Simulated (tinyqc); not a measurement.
Decay of LO phonons and the hot-phonon bottleneck in the cooling of electrons: one step, computed by the program tinyqc. Command: `OMP_NUM_THREADS=1 python tinyqc.py 3025797 3025798 out.jsonl hotphonon walk`. One thread of a shared host (Intel(R) Xeon(R) Processor @ 2.30GHz), about 0.01 s of CPU time with the checks.

n(E, T) = 1/(exp(E/(k_B T)) - 1) is the Bose occupation. Electrons have a temperature T_e; the LO modes within their reach share one occupation N; the decay products stay at the lattice temperature.

Question. Lifetime and Raman width. Decay rate 1/tau = (1/tau_0) [1 + n(f hbar omega) + n((1 - f) hbar omega)]. Full width Gamma = 1/(2 pi c tau) in 1/cm, c in cm/s.

Inputs (values chosen for the exercise, modelled on gallium oxide): LO energy hbar omega = 44.5 meV; lifetime at T = 0, tau_0 = 1.7 ps; share f of the energy in the softer product = 0.34; lattice temperature T = 77 K.

Decay channel: two unequal phonons (Ridley).

Constants: k_B = 8.617333262e-05 eV/K; c = 299792458 m/s.

Give: thermal factor tau_0/tau; phonon lifetime tau; Raman width Gamma; equilibrium LO occupation N_0.

Answer.

thermal factor tau_0/tau = 1.126

phonon lifetime tau = 1.510 ps

Raman width Gamma = 3.516 1/cm

equilibrium LO occupation N_0 = 0.001224

Spontaneous decay rules: the products are hardly occupied.
